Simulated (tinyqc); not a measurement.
AlGaN/GaN HEMT with access regions, lumped model: one step of the calculation.

A polarisation-induced electron sheet under a Schottky gate, in series with two ungated access regions and contacts. Drift law v = mu E/(1 + mu E/vs) under the gate. Currents in mA/mm, resistances in ohm mm. No self-heating, no channel-length modulation; fits for polarisation, barrier and offset are chosen for the exercise.

Task. Polarisation charge, threshold and sheet resistance. sigma = (5e13 x + 1.6e13 x^2) cm^-2, phiB = 0.84 + 1.3 x, dEc = 0.7 (1.71 x + x^2) in volts, Cb = eps0 eps_r/d, VT = phiB - dEc - q sigma/Cb, access density n0 = -Cb VT/q. Rsh = 1/(q mu n0); largest access current q n0 vs.

Parameters, values chosen for the exercise; values close to those of AlGaN/GaN structures: aluminium share of the barrier x = 0.26; barrier thickness d = 25 nm; relative permittivity of barrier and channel eps_r = 9.6; channel mobility mu = 1400 cm^2/(V s); saturation velocity vs = 1.5e7 cm/s.

Constants: q = 1.602176634e-19 C, eps0 = 8.8541878128e-14 F/cm where lengths are in cm. Results are converted to the units shown.

Give: sigma; Cb; VT; n0; Rsh; q n0 vs.

Result.

sigma = 1.4082e13 cm^-2
Cb = 0.34000 uF/cm^2
VT = -5.8162 V
n0 = 1.2343e13 cm^-2
Rsh = 361.21 ohm
q n0 vs = 2966.3 mA/mm

Computed by the program tinyqc: `OMP_NUM_THREADS=1 python tinyqc.py 2570018 2570019 out.jsonl`, one thread of a shared Intel Xeon 2.30GHz, about 0.02 s for the whole run.
